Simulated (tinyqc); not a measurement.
Worked calculation: plane-wave Kohn-Sham cycle with exchange-only LDA in a layered model solid. Computed by tinyqc, a small Python program that keeps every step. Settings: points = 16, plane-wave index or count = 2, electrons = 2, k points = 3, area = 39.0, mixing = 0.8, iteration cap = 58, Pulay depth = 3. Command: `OMP_NUM_THREADS=1 python tinyqc.py 31232 31233 out.jsonl` (the two numbers bound the seeds that draw the settings). One thread of a shared host (Intel(R) Xeon(R) Processor @ 2.60GHz), about 0.01 s of CPU time with the checks. Later iterations appear only in the table of the cycle.

## Iteration 1: potential

A solid whose potential varies along x alone (atomic units):
```
parameter,value
period a,16.400000
cross-section of the cell,39.000000
electrons per cell,2
grid points,16
"plane waves -n..n, n",2
k points,3
V1 in V1 cos(2 pi x/a),-0.420000
```

density at the start, on the grid x_j = j a/N (e/bohr^3): 0.0031270  0.0031270  0.0031270  0.0031270  0.0031270  0.0031270  0.0031270  0.0031270  0.0031270  0.0031270  0.0031270  0.0031270  0.0031270  0.0031270  0.0031270  0.0031270

V_H(G) = 4 pi rho(G)/G^2 for G != 0 (uniform background); v_x = -(3 rho/pi)^(1/3); V = V_ext + V_H + v_x; Fourier components f(G_m) = (1/N) sum_j f(x_j) exp(-i G_m x_j).

Potentials on the grid (hartree):
```
x,V_ext,V_H,v_x,V
0.00000,-0.42000,0.00000,-0.14400,-0.56400
1.02500,-0.38803,0.00000,-0.14400,-0.53203
2.05000,-0.29698,0.00000,-0.14400,-0.44099
3.07500,-0.16073,0.00000,-0.14400,-0.30473
4.10000,0,0.00000,-0.14400,-0.14400
5.12500,0.16073,0.00000,-0.14400,0.01673
6.15000,0.29698,0.00000,-0.14400,0.15298
7.17500,0.38803,0.00000,-0.14400,0.24403
8.20000,0.42000,0.00000,-0.14400,0.27600
9.22500,0.38803,0.00000,-0.14400,0.24403
10.25000,0.29698,0.00000,-0.14400,0.15298
11.27500,0.16073,0.00000,-0.14400,0.01673
12.30000,0,0.00000,-0.14400,-0.14400
13.32500,-0.16073,0.00000,-0.14400,-0.30473
14.35000,-0.29698,0.00000,-0.14400,-0.44099
15.37500,-0.38803,0.00000,-0.14400,-0.53203
```

V(G_m), m = 0, 1, 2, ... (hartree): -0.14400  -0.21000  0.00000  0.00000  0.00000

## Iteration 1: Hamiltonian at one k

k = 0.00000 2 pi / a

H(m,m') = (k + G_m)^2/2 delta + V(G_m - G_m'), with V(-G) = V(G).

H (hartree):
```
,-2,-1,+0,+1,+2
-2,0.14956,-0.21000,0.00000,0.00000,0.00000
-1,-0.21000,-0.07061,-0.21000,0.00000,0.00000
+0,0.00000,-0.21000,-0.14400,-0.21000,0.00000
+1,0.00000,0.00000,-0.21000,-0.07061,-0.21000
+2,0.00000,0.00000,0.00000,-0.21000,0.14956
```

## Iteration 1: levels at that k

Diagonalise the Hermitian matrix.

eigenvalues (hartree): -0.44159  -0.19763  0.03531  0.27658  0.34124

## Iteration 1: new density

Motion across x is left out: the lowest 1 band(s) hold two electrons at each of the k points (j + 1/2)/nk - 1/2. Residual R = rho(out) - rho(in); rho(new) = rho(in) + 0.8 R. rho(out) = 2/(a A nk) sum |psi|^2 with psi = sum c exp(i G x). Harris energy E = band energy - dV sum rho (V_H/2 + v_x) + (3/4) dV sum rho v_x with rho(in), dV = a A/N, band energy = (2/nk) sum of the filled levels.

rho(out) (e/bohr^3): 0.0124251  0.0103680  0.0058934  0.0021108  0.0003954  0.0000259  0.0000008  0.0000032  0.0000112  0.0000032  0.0000008  0.0000259  0.0003954  0.0021108  0.0058934  0.0103680

density after iteration 1 (e/bohr^3): 0.0105654  0.0089198  0.0053401  0.0023140  0.0009417  0.0006461  0.0006261  0.0006280  0.0006344  0.0006280  0.0006261  0.0006461  0.0009417  0.0023140  0.0053401  0.0089198

energy per cell = -0.8095078 hartree

## Iteration 2: potential

As before.

Potentials on the grid (hartree):
```
x,V_ext,V_H,v_x,V
0.00000,-0.42000,0.41363,-0.21608,-0.22245
1.02500,-0.38803,0.36642,-0.20422,-0.22583
2.05000,-0.29698,0.24494,-0.17212,-0.22417
3.07500,-0.16073,0.09353,-0.13025,-0.19745
4.10000,0,-0.04908,-0.09652,-0.14560
5.12500,0.16073,-0.16402,-0.08513,-0.08843
6.15000,0.29698,-0.24648,-0.08424,-0.03373
7.17500,0.38803,-0.29593,-0.08433,0.00778
8.20000,0.42000,-0.31239,-0.08461,0.02300
9.22500,0.38803,-0.29593,-0.08433,0.00778
10.25000,0.29698,-0.24648,-0.08424,-0.03373
11.27500,0.16073,-0.16402,-0.08513,-0.08843
12.30000,0,-0.04908,-0.09652,-0.14560
13.32500,-0.16073,0.09353,-0.13025,-0.19745
14.35000,-0.29698,0.24494,-0.17212,-0.22417
15.37500,-0.38803,0.36642,-0.20422,-0.22583
```

V(G_m), m = 0, 1, 2, ... (hartree): -0.12590  -0.06437  0.01173  0.00291  0.00157

## Iteration 2: Hamiltonian at one k

k = 0.00000 2 pi / a

As before.

H (hartree):
```
,-2,-1,+0,+1,+2
-2,0.16767,-0.06437,0.01173,0.00291,0.00157
-1,-0.06437,-0.05251,-0.06437,0.01173,0.00291
+0,0.01173,-0.06437,-0.12590,-0.06437,0.01173
+1,0.00291,0.01173,-0.06437,-0.05251,-0.06437
+2,0.00157,0.00291,0.01173,-0.06437,0.16767
```

## Iteration 2: levels at that k

As before.

eigenvalues (hartree): -0.18490  -0.08244  -0.00392  0.18431  0.19139

## Iteration 2: new density

B (overlaps of the stored error matrices):
```
,1,2
1,2.9161614e-04,-2.1184307e-05
2,-2.1184307e-05,1.0703226e-05
```

Motion across x is left out: the lowest 1 band(s) hold two electrons at each of the k points (j + 1/2)/nk - 1/2. Residual R = rho(out) - rho(in); rho(new) = rho(in) + 0.8 R; Pulay mixing then takes sum c_i of the stored mixed densities, with c from B_ij = sum R_i R_j as in DIIS. rho(out) = 2/(a A nk) sum |psi|^2 with psi = sum c exp(i G x). Harris energy E = band energy - dV sum rho (V_H/2 + v_x) + (3/4) dV sum rho v_x with rho(in), dV = a A/N, band energy = (2/nk) sum of the filled levels.

rho(out) (e/bohr^3): 0.0090005  0.0081470  0.0060290  0.0036243  0.0017532  0.0006770  0.0002111  0.0000594  0.0000286  0.0000594  0.0002111  0.0006770  0.0017532  0.0036243  0.0060290  0.0081470

DIIS coefficients: 0.09251  0.90749

density after iteration 2 (e/bohr^3): 0.0094293  0.0083588  0.0058403  0.0032653  0.0015309  0.0006685  0.0003248  0.0002152  0.0001946  0.0002152  0.0003248  0.0006685  0.0015309  0.0032653  0.0058403  0.0083588

energy per cell = -0.5351689 hartree

## Convergence

Stop when sqrt(dV sum R^2) is below 1e-8, dV = a A/N.

Course of the cycle:
```
iteration,E (hartree),norm of the residual
1,-0.8095078,1.08e-01
2,-0.5351689,2.07e-02
3,-0.5353554,5.51e-03
4,-0.5354635,1.62e-04
5,-0.5354641,3.02e-04
6,-0.5354632,1.16e-06
7,-0.5354632,2.46e-07
8,-0.5354632,3.82e-08
9,-0.5354632,7.87e-09
```

Converged in 9 iterations. Before convergence this energy mixes input and output and is not variational, so it may rise towards its limit.
